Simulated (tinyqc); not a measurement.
Worked calculation: Hubbard chain of 4 sites. Computed by tinyqc, a small Python program that keeps every step. Settings: hopping = 1.08, U = 2.1, mixing = 0.5, iteration cap = 65. Command: `OMP_NUM_THREADS=1 python tinyqc.py 29823 29824 out.jsonl` (the two numbers bound the seeds that draw the settings). One thread of a shared host (Intel(R) Xeon(R) Processor @ 2.60GHz), about 0.2 s of CPU time with the checks.

one-body matrix (hopping and site energies) (eV), lower triangle:
```
           1          2          3         4
1  -0.930000
2  -1.080000   0.500000
3   0.000000  -1.080000   0.960000
4   0.000000   0.000000  -1.080000  0.510000
```

U = 2.100000 eV

electrons, up and down: 2  2

n(up) at the start (a guess, not normalised): 1 0.950000, 2 0.050000, 3 0.950000, 4 0.050000

n(down) at the start (a guess): 1 0.050000, 2 0.950000, 3 0.050000, 4 0.950000

Each step fills the lowest levels of T + U n(other spin) and sets n(new) = n + mixing (n(out) - n); stop when output and input agree to 1e-8.

Course of the cycle:
```
iteration       E (eV)  largest |n(out) - n(in)|  mean |n_up - n_down|
1          -1.83374476                  3.30e-01              0.571008
2          -1.90375554                  1.95e-01              0.510821
3          -1.94355583                  1.26e-01              0.459826
4          -1.96762735                  9.30e-02              0.417499
5          -1.98293820                  7.18e-02              0.382429
6          -1.99308694                  5.72e-02              0.353159
7          -2.00005822                  4.64e-02              0.328472
8          -2.00499972                  3.82e-02              0.307416
9          -2.00860119                  3.19e-02              0.289264
10         -2.01129147                  2.69e-02              0.273461
11         -2.01334554                  2.29e-02              0.259577
...                ...                       ...                   ...
55         -2.02353736                  2.30e-03              0.091985
56         -2.02355490                  2.24e-03              0.090695
57         -2.02357158                  2.18e-03              0.089436
58         -2.02358745                  2.13e-03              0.088209
59         -2.02360257                  2.08e-03              0.087011
60         -2.02361699                  2.03e-03              0.085841
61         -2.02363073                  1.98e-03              0.084698
62         -2.02364386                  1.94e-03              0.083581
63         -2.02365641                  1.89e-03              0.082489
64         -2.02366840                  1.85e-03              0.081421
65         -2.02367988                  1.81e-03              0.080377
```

Can the last value be used, and what does the course show?

Not by the stop rule. Not converged within 65 iterations: the residual falls steadily but slowly, by a factor of about 0.98 a step. The lowest mean-field energy found from random starts is -2.02368 eV. Reruns (cap 100 unless said): mixing 0.2: not converged; mixing 0.9: not converged; the original settings with a cap of 400: not converged.
